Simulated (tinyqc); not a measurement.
Size effects in the resistivity of thin metal films and interconnect lines: one step, computed by the program tinyqc. Command: `OMP_NUM_THREADS=1 python tinyqc.py 3030807 3030808 out.jsonl size walk`. One thread of a shared host (Intel(R) Xeon(R) Processor @ 2.30GHz), about 0.01 s of CPU time with the checks.

Electrons lose their drift at surfaces (a share 1 - p of the hits) and at grain boundaries (reflection R), besides bulk scattering. The line sits in a trench with a non-conducting liner on both walls and the bottom; the spacing equals the drawn width.

Question. Resistance and delay. Total: rho = rho_b [1 + surface excess + grain excess]; resistance per length rho/(w_m h_m); capacitance per length C = 2 k eps_0 (aspect ratio + 1/2), a parallel-plate estimate for two neighbours plus a fixed term for the planes above and below; delay 0.38 R C L^2; effective resistivity per drawn area.

Inputs (values chosen for the exercise, modelled on iridium): bulk resistivity rho_b = 5.05 microohm cm; aspect ratio (height over width) = 1.6; line length = 43 micrometre; permittivity of the dielectric k = 3.2.

Geometry: line.

rho/rho_b from surfaces = 1.071719

rho/rho_b from grains = 1.218679

metal width w_m = 41.6 nm

metal height h_m = 68.1 nm

share of the trench filled by metal = 95.75987 %

Constants: eps_0 = 8.8541878128e-12 F/m.

Give: resistivity rho; resistance per length; capacitance per length; RC delay; effective resistivity per drawn area.

Answer.

resistivity rho = 6.517 microohm cm

resistance per length = 23.00 ohm/micrometre

capacitance per length = 0.1190 fF/micrometre

RC delay = 1.923 ps

effective resistivity per drawn area = 6.805 microohm cm

Of the factor 1.35 over bulk, scattering gives 1.29 and the liner 1.04; within scattering, grain boundaries outweigh surfaces (0.22 against 0.07, grains first).
